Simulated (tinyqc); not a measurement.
## A square-lattice strip 2 sites wide, recursive Green functions: effect of the strength of the potential

The device has N = 3 slices of 2 site(s), nearest-neighbour hopping -t, and site energies U; the leads are semi-infinite continuations with site energy 0. V = <i+1|H|i> = -t 1.

Transverse modes n = 1..2: chi_n(j) = sqrt(2/3) sin(pi n j/3), energy e_n = -2 t cos(pi n/3). Sigma = t^2 sum_n chi_n chi_n^T g(E - e_n), g(x) = (x - i sqrt(4 t^2 - x^2))/(2 t^2) for |x| < 2 t and (x - sign(x) sqrt(x^2 - 4 t^2))/(2 t^2) otherwise; Gamma = i (Sigma - Sigma^dagger); both leads give the same. Forward pass: g_1 = (E - H_1 - Sigma)^(-1), g_i = (E - H_i - V g_(i-1) V^dagger)^(-1), with Sigma also subtracted on the last slice; G_(i,1) = g_i V G_(i-1,1), starting from g_1. H_i is the block of slice i: its site energies on the diagonal and -t between neighbouring rows. T(E) = Tr[Gamma G_(N,1) Gamma G_(N,1)^dagger]. All U are multiplied by the factor sc.

Inputs (values chosen for the exercise):

| symbol | value | unit | meaning |
|---|---|---|---|
| t | 1 | eV | hopping (matrix element -t) |
| U | [0.05, 0.14, -0.04, -0.04, 0.07, -0.06] | eV | site energies, slice by slice (2 a slice) |
| E | -2.3 | eV | energy |

Result of one run:
```
T(E)	reflection, modes - T(E)
0.9974	0.002637
```

Which scale factor of the potential sc gave this result: 0.25, 0.5, 0.75, 1.75 or 2?

sc = 0.75.

The whole series:
```
sc	T(E)	reflection, modes - T(E)
0	1.000	0
0.25	0.9997	2.959e-4
0.5	0.9988	0.001178
0.75	0.9974	0.002637
1	0.9953	0.004664
1.25	0.9928	0.007247
1.5	0.9896	0.01037
1.75	0.9860	0.01404
2	0.9818	0.01821
```

T(E) falls from 1.00 to 0.982. At sc = 0 the device equals the leads and transmits all 1 open mode(s). Between the first two non-zero rows the reflection goes as sc^(1.99); weak scattering gives sc^2.

Computed by the program tinyqc: `OMP_NUM_THREADS=1 python tinyqc.py 2660134 2660135 out.jsonl`, one thread of a shared Intel Xeon 2.30GHz, about 0.01 s for the whole run.
